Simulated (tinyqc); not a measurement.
One anharmonic mode: perturbation theory, self-consistent phonons and exact levels. Inputs raised by 5 %, one at a time. Computed by tinyqc, a small Python program. Command: `OMP_NUM_THREADS=1 python tinyqc.py 3006555 3006556 out.jsonl scp sens`. One thread of a shared host (Intel(R) Xeon(R) Processor @ 2.30GHz), about 0.08 s of CPU time with the checks.

V(x) = k x^2/2 + b x^4 for one coordinate x of mass M. A constant K > 0 gives hbar Omega = sqrt((hbar^2/u) K/M) with K in eV/angstrom^2 and M in u.

Inputs (values chosen for the exercise, for a model mode): mode mass M = 46.5 u; harmonic constant k = -0.483 eV/angstrom^2; quartic constant b = 11.4 eV/angstrom^4; temperature T = 18 K; mixing = 0.25.

Shape: double well.

Constants: hbar^2/u = 4.18015928e-03 eV angstrom^2; k_B = 8.617333262e-05 eV/K.

Method:
- Self-consistent phonon, centred at x = 0: K = k + 12 b <x^2>, <x^2> = (hbar Omega/(2K)) coth(hbar Omega/(2 k_B T)).
- Start at K = |k|; K(new) = K + mixing x (K_out - K), but at least K/20; stop when |K_out - K| < 1e-9 |k| or after 90 steps.
- Its free energy is F = k_B T ln[2 sinh(hbar Omega/(2 k_B T))] + (k - K)<x^2>/2 + 3 b <x^2>^2, an upper bound to the exact one.
- Basis: oscillator states n of the constant |k|, with x = s (a + a+), s^2 = hbar Omega/(2|k|); H = hbar Omega (n + 1/2) + (k - |k|) x^2/2 + b x^4, with exact matrix elements of x^2 and x^4.
- Exact values use 120 basis states: F = -k_B T ln sum exp(-E_n/(k_B T)), and <x^2> is the Boltzmann mean.

Runs; columns: (1) input moved; (2) from; (3) to; (4) self-consistent quantum (meV); (5) self-consistent <x^2> (angstrom^2); (6) E_1 - E_0 (meV); (7) exact <x^2> (angstrom^2):
```
(1)                                     (2)       (3)     (4)        (5)     (6)        (7)
base run                                  -         -  6.5707  0.0070414  5.6200  0.0080394
mode mass M (u)                        46.5    48.825  6.3485  0.0069719  5.4039  0.0079927
harmonic constant k (eV/angstrom^2)  -0.483  -0.50715  6.4934  0.0071358  5.5057  0.0082069
quartic constant b (eV/angstrom^4)     11.4     11.97  6.7232  0.0068631  5.7862  0.0077946
temperature T (K)                        18      18.9  6.5906  0.0070627  5.6200  0.0080847
```

Exponents ln(y'/y) / ln(x'/x):
```
input                self-consistent quantum  self-consistent <x^2>  E_1 - E_0  exact <x^2>
mode mass M                           -0.705                 -0.204     -0.804       -0.120
harmonic constant k                   -0.243                  0.273     -0.421        0.423
quartic constant b                     0.470                 -0.526      0.597       -0.634
temperature T                          0.062                  0.062      0.000        0.115
```

Among the inputs moved here: self-consistent quantum answers most in size to mode mass M (exponent -0.705), next to quartic constant b (+0.470). Self-consistent <x^2> answers most in size to quartic constant b (exponent -0.526), next to harmonic constant k (+0.273). E_1 - E_0 answers most in size to mode mass M (exponent -0.804), next to quartic constant b (+0.597); its exponent is below 0.0005 for temperature T. exact <x^2> answers most in size to quartic constant b (exponent -0.634), next to harmonic constant k (+0.423).
